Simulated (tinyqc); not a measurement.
Comparisons within one model: donor near an oxide interface in a gate field (two-state model). A value that a table varies takes the place of the one given here.

Interface at z = 0 (hard wall), donor at z = d, field F pulling electrons to the interface: potential e F z; 1 kV/cm = 1e-5 eV/angstrom, c = hbar^2/2m0, q = e^2/(4 pi eps0), Q = (eps - eo)/(eps + eo). Donor state: E_D = e F d - ED - q Q/(4 eps d), the last term joining the images of ion and electron. Interface state: z exp(-b z/2) exp(-rho^2/(2 L^2)) with E_z = c b^2/(4 mz) + 3 e F/b + q Q b/(8 eps), minimised over b; in the plane at z = 3/b the ion (distance D = d - 3/b) and its image (D' = d + 3/b) give E_rho = c/(mt L^2) - (q/eps)(sqrt(pi)/L)[erfcx(D/L) + Q erfcx(D'/L)], erfcx(x) = exp(x^2) erfc(x), minimised over L. E_I = E_z + E_rho.

The two states couple by t = t0 exp(-D/aD) with t0 = q/(eps aD) (2 aD/L) sqrt(aD b/2) v, v a valley factor; this form is an estimate. With detuning u = E_D - E_I the splitting is sqrt(u^2 + 4 t^2) and the lower state has weight (1 - u/sqrt(u^2 + 4 t^2))/2 on the donor.

Constants: hbar^2/2m0 = 3.80998211 eV angstrom^2; e^2/(4 pi eps0) = 14.39964547 eV angstrom.

Parameters, chosen for this exercise (near those of a donor in Si below HfO2, static dielectric constants; the results hold for these values, not for the real material): d = 140 angstrom (depth of the donor); ED = 45.3 meV (bulk binding energy); mz = 0.898 m0 (mass across the interface); mt = 0.185 m0 (mass in the plane); eps = 11.6 (dielectric constant of the semiconductor); eo = 22 (dielectric constant of the oxide); aD = 21.2 angstrom (donor radius); v = 0.43 (valley factor); Fl = (40.216, 40.736, 40.944, 41.047, 41.151, 41.359, 41.879) kV/cm (fields); dl = (65, 90, 120, 155, 200, 250) angstrom (depths).

## Sweeping the field

Both levels, the splitting, the donor weight and the mean depth w d + (1 - w) 3/b.

Results:
```
F (kV/cm),E_D (meV),E_I (meV),splitting (meV),donor weight,mean depth (angstrom)
40.216,11.689,12.568,0.887,0.996,139.6
40.736,12.417,12.746,0.348,0.974,137.2
40.944,12.708,12.817,0.156,0.850,123.9
41.047,12.852,12.852,0.112,0.502,86.6
41.151,12.998,12.888,0.156,0.149,48.7
41.359,13.289,12.958,0.348,0.026,35.5
41.879,14.017,13.135,0.889,0.004,32.9
```

E_D rises by 1.40 and E_I by 0.34 meV per kV/cm, so they cross once, near 41.0 kV/cm, where the splitting is 2t = 0.111 meV. The donor weight passes from 0.85 to 0.15 while the detuning goes from -2t to 2t, a window of 0.21 kV/cm or 0.51 % of the field; across the table the charge moves by 107 angstrom.

## Depth of the donor

Critical field, and the coupling, E_rho and L at that field.

Results:
```
d (angstrom),critical field (kV/cm),e F d/ED,t (meV),E_rho (meV),L (angstrom)
65,107.2,1.539,2.6,-10.41,69
90,70.2,1.395,0.70,-7.72,87
120,49.3,1.306,0.15,-5.89,107
155,36.4,1.246,0.027,-4.62,129
200,27.2,1.199,0.0029,-3.63,155
250,21.1,1.166,0.00026,-2.93,183
```

The critical field falls from 107 to 21 kV/cm, with exponent -1.21 in d, while t drops by a factor 1e+04, about e for each 21 angstrom at the end (aD = 21.2). One lattice plane (1.36 angstrom) of misplacement changes t by 6 % and the critical field by about 1.4 % at 120 angstrom.

## What each parameter does

Critical field (E_D = E_I), and t and L there. Each row changes one parameter from the base and keeps the others.

Results:
```
case,critical field (kV/cm),t (meV),L (angstrom)
base,41.0,0.0557,119.7
d = 155 angstrom,36.4,0.0265,129.0
ED = 51.3 meV,46.7,0.0531,120.8
aD = 23.3 angstrom,41.0,0.0922,119.7
mz = 0.763 m0,42.4,0.0600,118.1
mt = 0.213 m0,40.9,0.0592,112.8
eo = 33,39.4,0.0505,126.3
eps = 12.3,41.9,0.0521,121.8
```

The largest shifts from the base row, up to three for each result and ties (the steps differ in size, so this ranks the rows, not the parameters). critical field (kV/cm): ED +5.6, d -4.6, eo -1.6; unchanged at the printed digits by aD. t (meV): aD +0.0365, d -0.0292, eo -0.00521. L (angstrom): d +9.2, mt -6.9, eo +6.6; unchanged at the printed digits by aD.

Program tinyqc; command `OMP_NUM_THREADS=1 python tinyqc.py 1252664 1252665 out.jsonl`; about 0.07 s on one thread of a shared Intel(R) Xeon(R) Processor @ 2.30GHz.
